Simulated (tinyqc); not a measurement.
# In-plane mass from two subband densities

Question. At zero temperature each occupied subband holds N_k = D (EF - E_k), D = md m0 q/(pi hbar^2) per eV. Two subbands are occupied. Find md, EF - E1 and EF - E2.

Constants: q = 1.602176634e-19 C, hbar = 1.054571817e-34 J s, m0 = 9.1093837015e-31 kg. Results are converted to the units shown.

N1, N2 (cm^-2): [1.6631153e12, 4.9e11]
E2 - E1 = 40.7 meV

Answer. N1 - N2 = D (E2 - E1) gives D and so md; each N_k/D is a distance to EF.

md = 0.0690 m0
EF - E1 = 57.7 meV
EF - E2 = 17.0 meV

Computed by the program tinyqc: `OMP_NUM_THREADS=1 python tinyqc.py 2140037 2140038 out.jsonl`, one thread of a shared Intel Xeon 2.30GHz, about 0.3 s for the whole run.
